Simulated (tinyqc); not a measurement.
Worked calculation: ROHF in the 6-311g basis, for H2-, spin multiplicity 2. The basis has no diffuse functions, so it cannot describe the extra electron: this is an exercise in the method, not the real anion. One step of it, computed by the program tinyqc.

Task: Iteration 1: Roothaan effective Fock matrix. With projectors Pc = D(beta) S, Po = (D(alpha) - D(beta)) S, Pv = 1 - D(alpha) S, the block xy is Px^T F Py; with Fc = (F(alpha) + F(beta))/2, the blocks are Fc for cc, oo, vv and cv, F(beta) for co and F(alpha) for ov.

F(alpha) (hartree):
```
           1H 1s      1H 2s      1H 3s      2H 1s      2H 2s      2H 3s
1H 1s   1.027049  -0.153446  -0.314121  -0.053656  -0.127655  -0.172966
1H 2s  -0.153446   0.071172  -0.061371  -0.127655  -0.087803  -0.077908
1H 3s  -0.314121  -0.061371   0.076448  -0.172966  -0.077908   0.007652
2H 1s  -0.053656  -0.127655  -0.172966   1.027049  -0.153446  -0.314121
2H 2s  -0.127655  -0.087803  -0.077908  -0.153446   0.071172  -0.061371
2H 3s  -0.172966  -0.077908   0.007652  -0.314121  -0.061371   0.076448
```

F(beta) (hartree):
```
           1H 1s      1H 2s      1H 3s      2H 1s      2H 2s      2H 3s
1H 1s   1.382174   0.137465  -0.153953  -0.160637  -0.206594  -0.169827
1H 2s   0.137465   0.337272   0.096436  -0.206594  -0.146948  -0.066230
1H 3s  -0.153953   0.096436   0.183224  -0.169827  -0.066230   0.045477
2H 1s  -0.160637  -0.206594  -0.169827   1.382174   0.137465  -0.153953
2H 2s  -0.206594  -0.146948  -0.066230   0.137465   0.337272   0.096436
2H 3s  -0.169827  -0.066230   0.045477  -0.153953   0.096436   0.183224
```

D(alpha) at the start:
```
           1H 1s      1H 2s      1H 3s      2H 1s      2H 2s      2H 3s
1H 1s   0.067739   0.167223   0.085511  -0.012522  -0.032951  -0.050113
1H 2s   0.167223   0.412880   0.212166  -0.032951  -0.086365  -0.126086
1H 3s   0.085511   0.212166   0.125934  -0.050113  -0.126086  -0.103241
2H 1s  -0.012522  -0.032951  -0.050113   0.067739   0.167223   0.085511
2H 2s  -0.032951  -0.086365  -0.126086   0.167223   0.412880   0.212166
2H 3s  -0.050113  -0.126086  -0.103241   0.085511   0.212166   0.125934
```

D(beta) at the start:
```
          1H 1s     1H 2s     1H 3s     2H 1s     2H 2s     2H 3s
1H 1s  0.027608  0.067136  0.017699  0.027608  0.067136  0.017699
1H 2s  0.067136  0.163257  0.043040  0.067136  0.163257  0.043040
1H 3s  0.017699  0.043040  0.011347  0.017699  0.043040  0.011347
2H 1s  0.027608  0.067136  0.017699  0.027608  0.067136  0.017699
2H 2s  0.067136  0.163257  0.043040  0.067136  0.163257  0.043040
2H 3s  0.017699  0.043040  0.011347  0.017699  0.043040  0.011347
```

overlap S:
```
          1H 1s     1H 2s     1H 3s     2H 1s     2H 2s     2H 3s
1H 1s  1.000000  0.706377  0.373664  0.012737  0.115168  0.192005
1H 2s  0.706377  1.000000  0.788963  0.115168  0.318675  0.455972
1H 3s  0.373664  0.788963  1.000000  0.192005  0.455972  0.697268
2H 1s  0.012737  0.115168  0.192005  1.000000  0.706377  0.373664
2H 2s  0.115168  0.318675  0.455972  0.706377  1.000000  0.788963
2H 3s  0.192005  0.455972  0.697268  0.373664  0.788963  1.000000
```

Give: effective F.

Result:

effective F (hartree):
```
         1H 1s    1H 2s    1H 3s    2H 1s    2H 2s    2H 3s
1H 1s   1.1766  -0.0217  -0.2345  -0.0791  -0.1534  -0.1710
1H 2s  -0.0217   0.2056   0.0254  -0.1534  -0.1188  -0.0800
1H 3s  -0.2345   0.0254   0.1379  -0.1710  -0.0800   0.0185
2H 1s  -0.0791  -0.1534  -0.1710   1.1766  -0.0217  -0.2345
2H 2s  -0.1534  -0.1188  -0.0800  -0.0217   0.2056   0.0254
2H 3s  -0.1710  -0.0800   0.0185  -0.2345   0.0254   0.1379
```
